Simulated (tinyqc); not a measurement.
## Ten-year voltage from two stress tests

Inverse problem. Lifetimes follow tau = t0 exp(B/Vd). Ten years are 3.15576e8 s. Find B, t0 and the drain voltage for ten years.

lifetimes at Vd = 5.3 and 6 V (s): [79000, 11638.9067]

Solution. ln(tau) is linear in 1/Vd.

B = 87.00 V
t0 = 0.005870 s
ten-year voltage = 3.521 V

Program tinyqc, `OMP_NUM_THREADS=1 python tinyqc.py 2550066 2550067 out.jsonl`; Intel Xeon 2.30GHz, shared host, one thread, about 0.01 s.
